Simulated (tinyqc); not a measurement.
Physical sputtering: collision-cascade yield, angular dependence, faceting and resputtering in deposition: one step, computed by the program tinyqc.

Ions start collision cascades; atoms that reach the surface with more than U leave. The target is amorphous or fine-grained.

Question. Oblique incidence. Angular law: Y/Y0 = t^f exp(-f cos(a_opt)(t - 1)), t = 1/cos(angle), largest at a_opt. A plane tilted by the angle recedes along the beam at a speed proportional to Y(angle), and along its own normal as Y cos(angle).

Inputs (values chosen for the exercise, modelled on krypton ions on copper): angular exponent f = 2.1; angle of the largest yield = 73 degrees; angle of incidence = 75 degrees.

yield Y0 = 1.172508 atoms per ion

Give: Y/Y0 at the angle; yield at the angle; normal speed relative to a flat surface; largest Y/Y0.

Answer.

Y/Y0 at the angle = 2.9451

yield at the angle = 3.4532 atoms per ion

normal speed relative to a flat surface = 0.76226

largest Y/Y0 = 2.9934
